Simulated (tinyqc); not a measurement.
Six-band Luttinger-Kohn model with strain: sweeps and comparisons. A value that a table varies takes the place of the one given here.

Six-band Luttinger-Kohn model in the basis |3/2,3/2>, |3/2,1/2>, |3/2,-1/2>, |3/2,-3/2>, |1/2,1/2>, |1/2,-1/2>, electron energies, zero at the top of the unstrained valence band. H = -[rows: (P+Q, -S, R, 0, -S/r2, r2 R); (-S*, P-Q, 0, R, -r2 Q, r32 S); (R*, 0, P-Q, S, r32 S*, r2 Q); (0, R*, S*, P+Q, -r2 R*, -S*/r2); (-S*/r2, -r2 Q, r32 S, -r2 R, P+Dso, 0); (r2 R*, r32 S*, r2 Q, -S/r2, 0, P+Dso)], r2 = sqrt(2), r32 = sqrt(3/2). Levels are twofold.

P = c g1 k^2 - av tr(e); Q = c g2 (kx^2 + ky^2 - 2 kz^2) - (b/2)(exx + eyy - 2 ezz); R = c sqrt3 [-g2 (kx^2 - ky^2) + 2i g3 kx ky] + (sqrt3/2) b (exx - eyy) - i d exy; S = 2 c sqrt3 g3 (kx - i ky) kz - d (exz - i eyz); c = hbar^2/2m0, e the strain tensor (not engineering shear).

s11 = (C11 + C12)/((C11 - C12)(C11 + 2 C12)), s12 = -C12/((C11 - C12)(C11 + 2 C12)), s44 = 1/C44; exx = s11 sxx + s12 (syy + szz) and cyclic, exy = s44 sxy/2; tension is positive. A uniaxial stress X along the unit vector n is s_ij = X n_i n_j.

Constants: hbar^2/2m0 = 3.80998211 eV angstrom^2.

Values chosen for the exercise (near those of Si; shifted at random, so the results belong to these values and not to a real crystal): Dso = 0.044 eV (spin-orbit splitting); g1 = 4.3 (Luttinger gamma1); g2 = 0.34 (gamma2); g3 = 1.45 (gamma3); av = 2.46 eV (valence hydrostatic potential); b = -2.1 eV (tetragonal shear potential); d = -4.79 eV (trigonal shear potential); C11 = 165.7 GPa; C12 = 64.2 GPa; C44 = 80.3 GPa; load = uniaxial [110] (kind of stress); X1 = 1.2 GPa (size of the stress); E_h = 20 meV (hole energy below the top); X = 1.51 GPa (stress).

## Sweep of a uniaxial [110] stress

Edges at k = 0 and curvature masses of the top pair along [100] and [001] (step 0.0002 1/angstrom); at zero stress the top is fourfold and has no single curvature.

Edges and masses:

| X (GPa) | top (eV) | second (eV) | third (eV) | splitting (meV) | m [100] | m [001] |
|---|---|---|---|---|---|---|
| -1.50 | 0.0313 | -0.0393 | -0.0737 | 70.6 | 0.216 | 0.273 |
| -1.00 | 0.0189 | -0.0263 | -0.0617 | 45.2 | 0.217 | 0.271 |
| -0.50 | 0.0078 | -0.0132 | -0.0511 | 21.0 | 0.219 | 0.267 |
| 0.00 | 0.0000 | 0.0000 | -0.0440 | 0.0 | - | - |
| 0.50 | 0.0133 | -0.0008 | -0.0440 | 14.1 | 0.246 | 0.209 |
| 1.00 | 0.0267 | 0.0057 | -0.0514 | 21.0 | 0.249 | 0.206 |
| 1.50 | 0.0403 | 0.0157 | -0.0623 | 24.6 | 0.251 | 0.202 |

The splitting reaches 70.6 meV under compression and 24.6 meV under the same tension; linear shear terms alone would make the two equal, and the difference comes from the coupling to the split-off band. At the ends of the sweep the top pair has a mass along [100] of 0.216 under compression and 0.251 under tension, so compression gives the lighter holes along [100]; along [001] it has 0.273 and 0.202. The top edge itself moves by +31 and +40 meV.

## Which stress helps holes along [110]

Each load has size X1 (biaxial: sxx = syy); masses are curvatures of the top pair at k = 0.

Results:

| load | splitting (meV) | top edge (meV) | m [110] | m [001] |
|---|---|---|---|---|
| uniaxial [110], compression | 55.3 | 23.8 | 0.117 | 0.272 |
| uniaxial [110], tension | 22.7 | 32.1 | 0.420 | 0.204 |
| uniaxial [100], compression | 64.4 | 29.5 | 0.217 | 0.273 |
| uniaxial [100], tension | 22.8 | 34.9 | 0.242 | 0.216 |
| uniaxial [111], compression | 52.6 | 21.9 | 0.144 | 0.233 |
| uniaxial [111], tension | 21.5 | 30.7 | 0.351 | 0.233 |
| biaxial (001), compression | 22.8 | 4.8 | 0.216 | 0.276 |
| biaxial (001), tension | 64.4 | 59.7 | 0.273 | 0.180 |

The lightest mass along [110] (0.117) comes with uniaxial [110], compression. The largest splitting (64.4 meV) comes with uniaxial [100], compression; biaxial (001), tension. The heaviest mass along [001] (0.276), which lowers the confinement energy in a (001) channel, comes with biaxial (001), compression. The splitting per GPa follows b (s11 - s12) for loads along cube axes and d s44 for [111]: here 2 |b| (s11 - s12) = 41.4 and |d| s44/sqrt3 = 34.4 meV per GPa in the limit of large Dso; where the splitting nears Dso, mixing with the split-off band makes it depend on the sign of the load.

## Warping of the constant-energy contours (six-band Luttinger-Kohn model)

No strain (e = 0). In the plane kz = 0, |k| where the top and second pairs lie E_h below the top, against the angle from [100]; m = c k^2/E_h.

Contours:

| angle (degrees) | k top (1/angstrom) | k second (1/angstrom) | m top (m0) | m second (m0) |
|---|---|---|---|---|
| 0 | 0.0381 | 0.0328 | 0.276 | 0.205 |
| 9 | 0.0401 | 0.0320 | 0.306 | 0.195 |
| 18 | 0.0454 | 0.0308 | 0.392 | 0.181 |
| 27 | 0.0548 | 0.0300 | 0.571 | 0.171 |
| 36 | 0.0711 | 0.0294 | 0.964 | 0.165 |
| 45 | 0.0861 | 0.0293 | 1.411 | 0.163 |

The heavy contour reaches 2.260 times as far along [110] as along [100], the light one 0.894 times. The warping follows g3 - g2 = 1.11 and would vanish for g2 = g3. Along [100] the heavy mass is 1/(g1 - 2 g2) = 0.276 at any energy, while the light one is 0.2045, against 1/(g1 + 2 g2) = 0.2008 at the edge, for E_h/Dso = 0.45.

## What each parameter does

Edges at k = 0 under a uniaxial [110] stress X and the curvature mass of the top pair along [100] (step 0.0002 1/angstrom). Each row changes one parameter from the base and keeps the others.

Results:

| case | top (eV) | second (eV) | third (eV) | mass (m0) |
|---|---|---|---|---|
| base | 0.0405 | 0.0159 | -0.0626 | 0.251 |
| b = -1.68 eV | 0.0384 | 0.0153 | -0.0598 | 0.240 |
| C11 = 198.84 GPa | 0.0369 | 0.0136 | -0.0604 | 0.238 |
| X = 1.208 GPa | 0.0324 | 0.0096 | -0.0557 | 0.250 |
| g3 = 1.74 | 0.0405 | 0.0159 | -0.0626 | 0.251 |
| g1 = 3.44 | 0.0405 | 0.0159 | -0.0626 | 0.321 |
| d = -3.832 eV | 0.0383 | 0.0114 | -0.0558 | 0.259 |
| Dso = 0.053 eV | 0.0405 | 0.0127 | -0.0682 | 0.250 |

The largest shifts from the base row, up to three for each result and ties (the steps differ in size, so this ranks the rows, not the parameters). top (eV): X -0.0082, C11 -0.0037, d -0.0022; unchanged at the printed digits by g3, g1 and Dso. second (eV): X -0.0063, d -0.0045, Dso -0.0032; unchanged at the printed digits by g3 and g1. third (eV): X +0.0069, d +0.0067, Dso -0.0057; unchanged at the printed digits by g3 and g1. mass (m0): g1 +0.069, C11 -0.014, b -0.011; unchanged at the printed digits by g3. The Luttinger parameters multiply k^2 and cannot move the edges; av shifts all edges alike and leaves the mass.

(tinyqc, `OMP_NUM_THREADS=1 python tinyqc.py 1051105 1051106 out.jsonl`, Intel(R) Xeon(R) Processor @ 2.30GHz, 1 thread, shared host, about 0.05 s.)
